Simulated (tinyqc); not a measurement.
# Pillar capacitor in an array: capacitance, non-linearity, leakage and relaxation: cell against the film thickness

A film between two metal electrodes, each interface adding a series capacitance ci. The small-signal permittivity is ek (1 + aq E^2); the field is found with the linear permittivity. Leakage J = J0 sinh(E/Ef). After a voltage step the film passes a relaxation current kr C V tt^(-nr), tt being the time in seconds. The sidewall is a coaxial capacitor with radii a = dm/2 and b = dm/2 + t, depth AR dm; the end face is left out.

Per length 1/c = ln(b/a)/(2 pi eps0 ek) + (1/a + 1/b)/(2 pi ci); cell capacitance c AR dm; per footprint over pt^2; fields c V/(2 pi eps0 ek r) at r = a and b; resistance of the inner electrode rho AR dm/(pi a^2); time constant R C/3 of the distributed line.

Values chosen for this exercise; permittivity of the order of that of tantalum oxide:
- ek = 25.7 (relative permittivity of the film)
- ci = 49 uF/cm^2 (capacitance of each electrode interface (dead layer and screening))
- V = 1.3 V (bias)
- dm = 46 nm (diameter of the pillar)
- AR = 70 (aspect ratio, depth over diameter)
- pt = 98 nm (pitch of the square array)
- rho = 210 uohm cm (resistivity of the inner electrode)

Constants: eps0 = 8.8541878128e-14 F/cm where lengths are in cm. Results are converted to the units shown.

The same in every row: R (kohm) = 4.069.

Cell against the film thickness:

| t (nm) | cell capacitance (fF) | per footprint (uF/cm^2) | field at a (MV/cm) | field at b (MV/cm) | R C/3 (ps) |
|---|---|---|---|---|---|
| 3.3 | 26.78 | 278.8 | 3.288 | 2.875 | 36.32 |
| 4.3 | 22.07 | 229.8 | 2.710 | 2.283 | 29.93 |
| 5.7 | 17.86 | 186.0 | 2.193 | 1.757 | 24.22 |
| 7.6 | 14.35 | 149.4 | 1.761 | 1.324 | 19.46 |
| 10 | 11.65 | 121.3 | 1.430 | 0.9966 | 15.80 |
| 13 | 9.569 | 99.64 | 1.175 | 0.7506 | 12.98 |
| 18 | 7.552 | 78.64 | 0.9272 | 0.5201 | 10.24 |

As t goes from 3.3 to 18, the cell capacitance falls from 26.8 to 7.55 fF, the capacitance per footprint falls from 279 to 78.6 uF/cm^2, the ratio of the two fields rises from 1.14 to 1.78 and R C/3 falls from 36.3 to 10.2 ps; the time constant goes as t^(-0.73) between the first two rows and t^(-0.73) between the last two.

Computed by the program tinyqc: `OMP_NUM_THREADS=1 python tinyqc.py 2102156 2102157 out.jsonl`, one thread of a shared Intel Xeon 2.30GHz, about 0.01 s for the whole run.
